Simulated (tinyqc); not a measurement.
Hexagonal on-chip spiral inductor, lumped pi model: one step of the calculation.

Outer diameter do = di + 2 n wd + 2 (n - 1) sp, mean da = (do + di)/2, fill p = (do - di)/(do + di), length l = 3.464 n da. L = 2.33 mu0 n^2 da/(1 + 3.82 p), mu0 = 4 pi 1e-7 H/m. Rs = rho l/(wd delta (1 - exp(-th/delta))), delta = sqrt(rho/(pi f mu0)). Cs = n wd^2 eps0 eo/hu across the coil. At each end Cox = l wd eps0 eo/(2 ho) leads to the substrate branch Rsi = 2 rs he/(l wd) in parallel with Csi = l wd eps0 11.7/(2 he). With one end grounded Y = 1/(Rs + i w L) + i w Cs + 1/[1/(i w Cox) + 1/(1/Rsi + i w Csi)], w = 2 pi f; Q = -Im Y/Re Y. Eddy currents in neighbouring turns and in the substrate are left out.

Problem. Admittance, quality factor and apparent inductance. Series branch 1/(Rs + i w L), substrate branch, total Y, Q = -Im Y/Re Y, apparent inductance Im(1/Y)/w, metal-only value w L/Rs, share of the loss in the substrate Re(substrate branch)/Re Y.

Inputs (values chosen for the exercise):
```
symbol  value  unit    meaning
f           5   GHz  frequency
```

L = 0.45327276 nH
Rs = 0.86179702 ohm
Cs = 19.801184 fF
Cox = 41.183360 fF
Rsi = 1.1753022e5 ohm
Csi = 8.8142435 fF

Wanted: series branch; substrate branch; Y; Q; apparent inductance; w L/Rs; share of the loss in the substrate.

Solution.

series branch = 4.234-69.969i mS
substrate branch = 0.00577+0.22812i mS
Y = 4.240-69.118i mS
Q = 16.301
apparent inductance = 0.45880 nH
w L/Rs = 16.524
share of the loss in the substrate = 0.13614 %

Q is 98.7 % of the metal-only value.

Computed by the program tinyqc: `OMP_NUM_THREADS=1 python tinyqc.py 2302036 2302037 out.jsonl`, one thread of a shared Intel Xeon 2.30GHz, about 0.01 s for the whole run.
